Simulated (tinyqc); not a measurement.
Efficiency against current: defect, radiative and Auger recombination at equal electron and hole densities (ABC model).

J/(e d) = Ae n + B n^2 + C n^3 with Ae = A + 4 S/w (four side walls, carriers spread evenly), e = 1.602176634e-19 C, lengths in cm; internal efficiency IQE = B n^2/(Ae n + B n^2 + C n^3); all injected carriers recombine in the layer.

Values chosen for the exercise (orders of magnitude like those quoted for Ge; shifted at random, so the results belong to these values and not to a real crystal): A = 410000 1/s (defect rate); B = 5.5e-14 cm^3/s (radiative coefficient); C = 5.8e-31 cm^6/s (Auger coefficient); S = 0 cm/s (recombination velocity of the side walls); w = 46 micrometre (side of the square mesa); d = 890 nm (active thickness).

The slope is d ln(B n^2)/d ln J = 2 (Ae + B n + C n^2)/(Ae + 2 B n + 3 C n^2).

Results:
```
J (A/cm^2),n (1/cm^3),IQE,slope,differential lifetime (ns)
0.010,1.71e+15,0.000229,2.000,2.44e+03
0.040,6.84e+15,0.000916,1.998,2.43e+03
0.20,3.40e+16,0.00453,1.985,2.41e+03
0.60,9.99e+16,0.0130,1.922,2.28e+03
3.0,4.01e+17,0.0420,1.432,1.36e+03
10,8.25e+17,0.0534,1.009,594
40,1.52e+18,0.0455,0.797,217
2.0e+02,2.78e+18,0.0303,0.712,70.6
6.0e+02,4.08e+18,0.0218,0.690,33.5
3.0e+03,7.07e+18,0.0131,0.676,11.4
```

IQE peaks at 0.0534 for J = 10.4 A/cm^2, where the slope passes 1. It is 0.000229 at the lowest current and 0.0131 at the highest, a droop of 76 %. The slope runs from 2.00 to 0.68; its limits are 2 (defects alone), 1 (radiation alone) and 2/3 (Auger alone).

Run: tinyqc, `OMP_NUM_THREADS=1 python tinyqc.py 1682731 1682732 out.jsonl`; Intel(R) Xeon(R) Processor @ 2.30GHz, one thread, shared host; about 0.01 s of CPU time with all checks.
